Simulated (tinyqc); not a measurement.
Inside a calculation. Model: reverse leakage of an n+-p junction: diffusion, generation, trap-assisted and band-to-band tunnelling.

tinyqc, about 0.01 s, one thread, Intel Xeon 2.30GHz (shared host): `OMP_NUM_THREADS=1 python tinyqc.py 2290122 2290123 out.jsonl` Printed values are rounded; ~0 in a residual or rate marks an entry under 1e-11 of the largest of its column.

One-sided abrupt junction in the depletion approximation, x from the junction (0) to W on the p side, field F = F0 (1 - x/W). Flat quasi-Fermi levels, long p side. Traps generate through SRH with both lifetimes shortened by 1 + Gamma (Hurkx enhancement, form for moderate fields); band-to-band generation is local and needs a total bending above Eg.

Inputs (values chosen for the exercise); band and dielectric values close to those of silicon:
```
symbol    value                 unit                                             meaning
T           350                    K                                         temperature
Eg          1.1                   eV                                            band gap
eps_r      11.8                                                    relative permittivity
Nc      3.59e19                cm^-3              conduction-band density of states at T
Nv      3.35e19                cm^-3                 valence-band density of states at T
Na       1.7e18                cm^-3                acceptor density of the lighter side
Nd         1e20                cm^-3                   donor density of the heavier side
tau        5e-8                    s         SRH lifetime of both carriers at zero field
Et            0                   eV                trap level above the intrinsic level
mt         0.27                   m0                                     tunnelling mass
Dn          3.7               cm^2/s  electron diffusion coefficient on the lighter side
Ab       7.6e14  cm^-0.5 V^-2.5 s^-1                              band-to-band prefactor
Bb       1.83e7                 V/cm                         band-to-band field constant
VR          1.1                    V                                        reverse bias
```

Constants: q = 1.602176634e-19 C, kB = 1.380649e-23 J/K, hbar = 1.054571817e-34 J s, m0 = 9.1093837015e-31 kg, Vt = kB T/q, eps0 = 8.8541878128e-14 F/cm where lengths are in cm. Results are converted to the units shown.

Range of the model: F0 exceeds 1.9 FG, near the end of the range of this form of the enhancement factor, beyond which it overestimates the tunnelling. The n+ side is degenerate, so Vbi from Boltzmann statistics is only a guide.

## Field, scales and diffusion current

ni = sqrt(Nc Nv) exp(-Eg/(2 Vt)), Eg in volts; Vbi = Vt ln(Na Nd/ni^2); W = sqrt(2 eps0 eps_r (Vbi + VR)/(q Na)); F0 = 2 (Vbi + VR)/W; FG = sqrt(24 mt m0 (kB T)^3)/(q hbar); J_diff = q ni^2 sqrt(Dn/tau)(1 - exp(-VR/Vt))/Na.

ni = 4.17271e11 cm^-3
Vbi = 1.04099 V
W = 40.5283 nm
F0 = 1056.54 kV/cm
FG = 483.028 kV/cm
J_diff = 1.41161e-10 A/cm^2

## Generation rates across the layer

u = (Vbi + VR)(1 - x/W)^2, p = Na exp(-u/Vt), n = Nd exp((u - Vbi - VR)/Vt); G0 = ni^2 (1 - exp(-VR/Vt))/(tau (n + p + 2 ni cosh(Et/Vt))); Gamma = 2 sqrt(3 pi)(F/FG) exp((F/FG)^2); trap-assisted part G0 Gamma; G_bb = Ab F^2.5 exp(-Bb/F) with F in V/cm, zero unless Vbi + VR > Eg, and counted as zero under 1 cm^-3 s^-1. 16 equal steps.

```
point   x (nm)  F (kV/cm)     Gamma  G0 (cm^-3 s^-1)  G0 Gamma (cm^-3 s^-1)  G_bb (cm^-3 s^-1)
0       0.0000    1056.54   1606.66       3.48230e10             5.59487e13         2.61978e22
1       2.5330     990.51   843.880       1.88380e14             1.58971e17         7.02600e21
2       5.0660     924.47   458.075       5.13316e17             2.35137e20         1.58007e21
3       7.5991     858.44   256.806       4.15611e18             1.06731e21         2.86362e20
4      10.1321     792.41   148.569       4.17269e18             6.19933e20         3.96731e19
5      12.6651     726.37   88.6050       4.17271e18             3.69723e20         3.91052e18
6      15.1981     660.34   54.4023       4.17270e18             2.27005e20         2.48088e17
7      17.7311     594.30   34.3277       4.17121e18             1.43188e20         8.76838e15
8      20.2641     528.27   22.2081       4.01232e18             8.91060e19         1.39131e14
9      22.7972     462.24   14.6815       1.17228e18             1.72108e19         7.06683e11
10     25.3302     396.20   9.86979       4.38676e16             4.32964e17                 ~0
11     27.8632     330.17   6.69644       2.09814e15             1.40501e16                 ~0
12     30.3962     264.14   4.52778       1.73064e14             7.83595e14                  0
13     32.9292     198.10   2.97941       2.48453e13             7.40243e13                  0
14     35.4622     132.07   1.80907       6.21039e12             1.12350e13                  0
15     37.9953      66.03  0.855217       2.70298e12             2.31163e12                  0
16     40.5283       0.00         0       2.04841e12                      0                  0
```

## Current components

Each current is q times the trapezoid sum of its rate; J adds J_diff; J_bb under 1e-8 of the sum is given as 0.

J_SRH = 1.07910e-6 A/cm^2
J_TAT = 1.12384e-4 A/cm^2
J_bb = 8.94262e-4 A/cm^2
J = 0.00100773 A/cm^2

A fine grid gives J = 9.083e-4 A/cm^2; the coarse sum is 11 % above it. On the fine grid the largest part is band-to-band tunnelling (86.6 %). The simple estimate q ni W/(2 tau cosh(Et/Vt)) is 2.45 times the fine-grid J_SRH of 1.104e-6 A/cm^2, since near both edges n or p is large enough to quench generation.
